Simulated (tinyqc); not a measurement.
Plane-wave Kohn-Sham cycle with exchange-only LDA in a layered model solid, step by step. Computed by tinyqc, a small Python program that keeps every step. Settings: points = 16, plane-wave index or count = 2, electrons = 2, k points = 4, area = 21.0, mixing = 0.5, iteration cap = 69. Command: `OMP_NUM_THREADS=1 python tinyqc.py 24562 24563 out.jsonl` (the two numbers bound the seeds that draw the settings). One thread of a shared host (Intel(R) Xeon(R) Processor @ 2.60GHz), about 0.03 s of CPU time with the checks.

A solid whose potential varies along x alone (atomic units):
```
parameter                      value
period a                   12.900000
cross-section of the cell  21.000000
electrons per cell                 2
grid points                       16
plane waves -n..n, n               2
k points                           4
V1 in V1 cos(2 pi x/a)     -0.200000
```

Stop when sqrt(dV sum R^2) is below 1e-8, dV = a A/N.

Course of the cycle:
```
iteration  E (hartree)  norm of the residual
1          -0.48558856              1.33e-01
2          -0.37258920              1.26e-01
3          -0.48243038              1.28e-01
4          -0.37268036              1.26e-01
5          -0.48056945              1.27e-01
6          -0.37300551              1.26e-01
7          -0.48065730              1.26e-01
8          -0.37296058              1.26e-01
9          -0.48050574              1.26e-01
10         -0.37299250              1.26e-01
11         -0.48053933              1.26e-01
...                ...                   ...
59         -0.48052621              1.26e-01
60         -0.37298655              1.26e-01
61         -0.48052621              1.26e-01
62         -0.37298655              1.26e-01
63         -0.48052621              1.26e-01
64         -0.37298655              1.26e-01
65         -0.48052621              1.26e-01
66         -0.37298655              1.26e-01
67         -0.48052621              1.26e-01
68         -0.37298655              1.26e-01
69         -0.48052621              1.26e-01
```

Can the last value be used, and what does the course show?

Not by the stop rule. Not converged within 69 iterations: the residual has stopped falling: the iteration swings between two states. Reruns (cap 100 unless said): mixing 0.1: not converged; mixing 0.5, Kerker q0 1.0: converged in 54 (E = -0.32392); mixing 0.3, Pulay depth 5: converged in 17 (E = -0.32392); the original settings with a cap of 400: not converged.
